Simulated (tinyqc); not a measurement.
# Transfer length from front and end resistance

Problem. A contact of length d and width W has Rc = (Rsh Lt/W) coth(d/Lt) and Re = (Rsh Lt/W)/sinh(d/Lt), with Rsh the sheet resistance under the metal and Lt = sqrt(rc/Rsh). Find Lt, Rsh and rc.

Inputs (values chosen for the exercise):
- d = 0.33 um (contact length)
- W = 8.2 um (contact width)

Rc = 5.4851534 ohm
Re = 0.87127903 ohm

Answer. Rc/Re = cosh(d/Lt) gives Lt, and Re then gives Rsh.

Lt = 0.131 um
Rsh = 340 ohm/sq
rc = 5.80e-8 ohm cm^2

Numbers from tinyqc (`OMP_NUM_THREADS=1 python tinyqc.py 2760088 2760089 out.jsonl`; about 0.01 s on one thread of a shared Intel Xeon 2.30GHz).
